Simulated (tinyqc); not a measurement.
Five-level k.p model folded onto the conduction band: one step. Exact folding onto c. Three cases, with inputs chosen for the exercise.

Problem. Solve E = H_cc + S(E), S(E) = sum_j H_cj^2/(E - H_jj), from E = H_cc, by plain substitution and by Newton steps on E - H_cc - S(E). The weight of c in the state is Z = 1/(1 - dS/dE). The exact level is the third eigenvalue of H from below.

Give: Iterates (eV); exact level; Z.

Case 1.

H (eV), rows c, lh, so, G8 up, G7 up and columns alike:
```
[[1.5368028, 0.5210940, 0.3684691, 0.2115096, 0.1495599],
 [0.5210940, 0, 0, 0, 0],
 [0.3684691, 0, -0.3410000, 0, 0],
 [0.2115096, 0, 0, 4.7100000, 0],
 [0.1495599, 0, 0, 0, 4.5300000]]
```

Solution.

Iterates (eV):
```
step  substitution   Newton
0          1.53680  1.53680
1          1.76422  1.73279
2          1.73193  1.73559
3          1.73607  1.73559
4          1.73553  1.73559
5          1.73560  1.73559
6          1.73559  1.73559
7          1.73559  1.73559
```

exact level = 1.73559 eV
Z = 0.8853

Substitution multiplies the error by about dS/dE = 1 - 1/Z = -0.130 a step, so it alternates; after 7 steps it is off by 1.3e-07 eV, while Newton is within 1e-5 eV from step 2 on.

Case 2.

H (eV), rows c, lh, so, G8 up, G7 up and columns alike:
```
[[1.5880586, 0.7012430, 0.4958537, 0.3435375, 0.2429177],
 [0.7012430, 0, 0, 0, 0],
 [0.4958537, 0, -0.3440000, 0, 0],
 [0.3435375, 0, 0, 4.6200000, 0],
 [0.2429177, 0, 0, 0, 4.4600000]]
```

Solution.

Iterates (eV):
```
step  substitution   Newton
0          1.58806  1.58806
1          1.96550  1.88274
2          1.87659  1.89173
3          1.89496  1.89174
4          1.89106  1.89174
5          1.89188  1.89174
6          1.89171  1.89174
7          1.89175  1.89174
```

exact level = 1.89174 eV
Z = 0.8255

Substitution multiplies the error by about dS/dE = 1 - 1/Z = -0.211 a step, so it alternates; after 7 steps it is off by 6.4e-06 eV, while Newton is within 1e-5 eV from step 2 on.

Case 3.

H (eV), rows c, lh, so, G8 up, G7 up and columns alike:
```
[[1.4587601, 0.4055419, 0.2867614, 0.1181945, 0.0835761],
 [0.4055419, 0, 0, 0, 0],
 [0.2867614, 0, -0.3300000, 0, 0],
 [0.1181945, 0, 0, 4.5500000, 0],
 [0.0835761, 0, 0, 0, 4.3800000]]
```

Solution.

Iterates (eV):
```
step  substitution   Newton
0          1.45876  1.45876
1          1.61056  1.59611
2          1.59598  1.59716
3          1.59727  1.59716
4          1.59715  1.59716
5          1.59716  1.59716
6          1.59716  1.59716
7          1.59716  1.59716
```

exact level = 1.59716 eV
Z = 0.9182

Substitution multiplies the error by about dS/dE = 1 - 1/Z = -0.089 a step, so it alternates; after 7 steps it is off by 6.7e-09 eV, while Newton is within 1e-5 eV from step 2 on.

Computed by tinyqc, one run a case: `OMP_NUM_THREADS=1 python tinyqc.py N N+1 out.jsonl` with N = 1080979, 1081158, 1081201; one thread of a shared Intel(R) Xeon(R) Processor @ 2.30GHz, about 0.01 s a run at most.
